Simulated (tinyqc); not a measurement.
Electron mobility of a polar semiconductor by Rode's iterative solution of the Boltzmann equation. From mobility mu back to electron density n. Computed by tinyqc, a small Python program. Command: `OMP_NUM_THREADS=1 python tinyqc.py 3024649 3024650 out.jsonl rode inv`. One thread of a shared host (Intel(R) Xeon(R) Processor @ 2.30GHz), about 0.03 s of CPU time with the checks.

The distribution is f(E) + e F l(E) (-df/dE) cos(theta) for a weak field F, theta counted from the force; l(E) is a mean free path. Elastic processes enter by their momentum rate, polar optical phonons by out- and in-scattering terms. One valley only: where upper valleys lie close, measured mobilities are lower. The density n is prescribed, even where a narrow-gap material would have more intrinsic carriers.

Inputs (values chosen for the exercise, modelled on CdS):
```
quantity                             value    unit
effective mass m                     0.201     m_0
non-parabolicity alpha                0.29    1/eV
static permittivity eps_s              8.7       -
high-frequency permittivity eps_inf    5.3       -
density rho                           4820  kg/m^3
sound velocity v_l                    4330     m/s
acoustic deformation potential D_A     8.5      eV
optical phonon energy hbar w          37.8     meV
piezoelectric coupling K              0.17       -
compensation ratio C                  0.61       -
temperature T                          300       K
grid points per phonon energy s          6       -
iteration cap                          200       -
```

Band: Kane. Elastic processes: acoustic, piezoelectric, impurity.

Constants: k_B = 8.617333262e-05 eV/K; m_0 = 9.1093837015e-31 kg; e = 1.602176634e-19 C; hbar = 1.054571817e-34 J s; eps_0 = 8.8541878128e-12 F/m; k_B = 1.380649e-23 J/K; hbar = 6.582119569e-16 eV s.

Method:
- Kane band: hbar^2 k^2/(2 m) = E (1 + alpha E), speed v = hbar k/(m (1 + 2 alpha E)), states per spin, volume and energy g(E) = m k (1 + 2 alpha E)/(2 pi^2 hbar^2); overlap factors are set to 1. Masses are multiplied by m_0 and all formulas are in SI units.
- The reduced Fermi level eta = E_F/(k_B T) solves n = 2 Z int g f dE with f = 1/(1 + exp(x - eta)) (Z = 1 unless valleys are given); screening length L_s = sqrt(eps_s eps_0 k_B T/(e^2 dn/deta)), dn/deta = 2 Z int g f (1 - f) dE.
- Integrals over x = E/(k_B T) use 160 Gauss-Legendre points in u = sqrt(x) from 0 to sqrt(max(eta, 0) + 32).
- N_I = n (1 + C)/(1 - C).
- Phonon occupation N_q = 1/(exp(hbar w/(k_B T)) - 1).
- Acoustic deformation potential (elastic, equipartition, absorption and emission together): 1/tau = 2 pi k_B T D_A^2 g(E)/(hbar rho v_l^2).
- Piezoelectric (elastic, unscreened, momentum relaxation): 1/tau = e^2 K^2 k_B T m (1 + 2 alpha E)/(2 pi eps_s eps_0 hbar^3 k), with alpha = 0 for a parabolic band.
- Singly charged impurities, momentum relaxation: 1/tau = N_I e^4 m (1 + 2 alpha E) Phi/(8 pi (eps_s eps_0)^2 hbar^3 k^3), with alpha = 0 for a parabolic band.
- Brooks-Herring: Phi = ln(1 + b) - b/(1 + b), b = 4 k^2 L_s^2.
- Polar optical, unscreened: W = e^2 w (1/eps_inf - 1/eps_s) m (1 + 2 alpha E') ln|(k + k')/(k - k')| / (4 pi eps_0 hbar^2 k), times N_q for absorption (E' = E + hbar w) and N_q + 1 for emission (E' = E - hbar w > 0), with alpha = 0 for a parabolic band; mean cosine of the angle <cos> = (k^2 + k'^2)/(2 k k') - 1/ln|(k + k')/(k - k')|.
- Energy grid E_j = (j + 1/2) hbar w/s, j = 0, 1, ..., up to (max(eta, 0) + 18) k_B T, so that E_j +/- hbar w are grid points; l = 0 beyond the grid; integrals are sums times the spacing.
- With f' = f(E'): out-scattering S_o = sum over absorption and emission of W (1 - f')/(1 - f); nu = sum of elastic rates; the in-scattering weights are c+ = W_abs <cos> (1 - f')/(1 - f) for E' = E + hbar w and c- likewise for emission.
- Iteration: l_new(E) = [v(E) + c+ l(E + hbar w) + c- l(E - hbar w)]/(nu + S_o), from l = 0.
- mu = e sum g v l f (1 - f) / (3 k_B T sum g f) over the grid; stop when mu changes by less than 1e-8 of itself.

Question. A run gave the result below. Find the electron density n, known to lie between 2.2e+17 and 6.3e+17 1/cm^3.

mobility mu = 150.7854 cm^2/(V s)

Answer.

Each step takes the trial c = (a f_b - b f_a)/(f_b - f_a), f being the result less the target and a, b, c the logarithms of the listed values; c replaces end b, the old b replaces a if the sign of f changed, and otherwise f_a is halved.

Scan of the range:
```
electron density n (1/cm^3)  mobility mu (cm^2/(V s))
2.20e+17                                      163.348
2.62e+17                                      157.305
3.12e+17                                      151.417
3.72e+17                                      145.666
4.44e+17                                      140.079
5.29e+17                                      134.760
6.30e+17                                      129.673
```

False position (Illinois rule, in the logarithm of the input) inside the bracket:
```
step        end a        end b        trial  mobility mu (cm^2/(V s))
1     3.12000e+17  3.72000e+17  3.18088e+17                   150.776
2     3.12000e+17  3.18088e+17  3.17916e+17                   150.794
3     3.18088e+17  3.17916e+17  3.18000e+17                   150.785
4     3.17916e+17  3.18000e+17  3.18000e+17                   150.785
```

Mobility mu falls at every point of a 13-point scan of the range (every second point is shown), so one value fits; it is bracketed by 3.12e17 and 3.72e17. Answer: electron density n = 3.180e17 1/cm^3.
